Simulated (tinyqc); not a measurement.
Configuration-coordinate model of carrier capture at a defect, step by step. Values are carried at full precision from step to step, so a last printed digit may differ when a step is redone from the rounded ones.

Two parabolas of equal curvature k in one coordinate Q: with the carrier free at the band edge, U_f = k Q^2/2; with the carrier trapped, U_t = k (Q - dQ)^2/2 - ET. ER = k dQ^2/2, Huang-Rhys factor S = ER/hw, hw = 0.0646541 sqrt(k/M) eV for k in eV/angstrom^2 and M in u. The curves cross at a height Eb = (ER - ET)^2/(4 ER) above the free minimum.

Constants: kB = 8.617333262e-05 eV/K.

Parameters, chosen for this exercise (of the size met at an oxide trap near a Si / SiO2 interface; not measured data):
- ET = 0.65 eV (thermal depth of the level below the band edge)
- ER = 1.32 eV (relaxation energy)
- hw = 0.043 eV (phonon energy of the mode)
- M = 40 u (mass of the mode)
- T = 250 K (temperature)
- nu = 1e+11 1/s (attempt rate)

## The two parabolas

Form S, k, dQ, the crossing point Qc = (ER - ET)/(k dQ), Eb, and the emission barrier Eb + ET.

S = 30.698
k = 17.6931 eV/angstrom^2
dQ = 0.3863 angstrom
Qc = 0.0980 angstrom

barriers (eV): capture 0.0850, emission 0.7350

ER > ET: the crossing lies between the two minima (large relaxation); at Q = 0 the trapped level lies above the band edge.

## Optical transitions

Vertical ionisation from the trapped minimum costs ET + ER; vertical capture from the free minimum releases ET - ER (none if negative); the band has a standard deviation sqrt(S hw^2 coth(hw/2kT)) with S = ER/hw, and a full width 2.35482 times that.

energies (eV): ionisation peak 1.970, zero-phonon 0.650, emission peak -0.670

coth(hw/2kT) = 1.3145
standard deviation = 0.2731 eV
full width = 0.6432 eV

Vertical capture would need energy: there is no luminescence peak (at most a tail of the broadened line), and a carrier freed by light must cross the barrier Eb to return, here only 0.085 eV. The optical peak exceeds the thermal depth by a factor 3.03.

## The multiphonon factor

Multiphonon factor for giving p = ET/hw phonons to the lattice: W = exp(-S (2 nb + 1)) ((nb + 1)/nb)^(p/2) I_p(x), nb = 1/(exp(hw/kT) - 1), x = 2 S sqrt(nb (nb + 1)), I_p the modified Bessel function. Classical limit: W = hw exp(-Eb/kT)/sqrt(4 pi ER kT). At T = 0: exp(-S) S^p/Gamma(p + 1).

Form p, nb, x and ln W, the classical ln W, and the capture time 1/(nu W).

p, nb, x: [15.1163, 0.1572, 26.1903]

ln W: quantum -5.949, classical -6.578

capture time = 3.83e-09 s

The quantum factor is 1.88 times the classical one at kT/hw = 0.50: the classical form serves within a factor of e.

## Emission by detailed balance

For equal degeneracies and one band-edge state, emission time = capture time x exp(ET/kT).

ET/kT = 30.172
log10 of the emission time in s = 4.69

## Checks

- Ln W for the nearest whole p against the double Poisson sum over emitted and absorbed phonons: both -6.00011.

Program tinyqc; command `OMP_NUM_THREADS=1 python tinyqc.py 1482654 1482655 out.jsonl`; about 0.01 s on one thread of a shared Intel(R) Xeon(R) Processor @ 2.30GHz.
